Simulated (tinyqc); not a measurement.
## True capacitance, leakage and series resistance from two frequencies

Question. A capacitance C in parallel with G and in series with Rs is measured as Cp and D = Gp/(w Cp) at two frequencies. The series reading Cs = Cp (1 + D^2) equals C + G^2/(w^2 C), and Re Z = D/(w Cp (1 + D^2)) = Rs + G/(G^2 + w^2 C^2). Find C, G and Rs.

f (Hz): 1e6  5e6
Cp (pF): 69.4923697  68.5763947
D: 0.0350458669  0.120308739

Solution. w^2 Cs = w^2 C + G^2/C is a straight line in w^2 with slope C; the intercept gives G, and the real part then gives Rs.

C = 69.57 pF
G = 5.000 uS
Rs = 54.00 ohm

Numbers from tinyqc (`OMP_NUM_THREADS=1 python tinyqc.py 2022027 2022028 out.jsonl`; about 0.01 s on one thread of a shared Intel Xeon 2.30GHz).
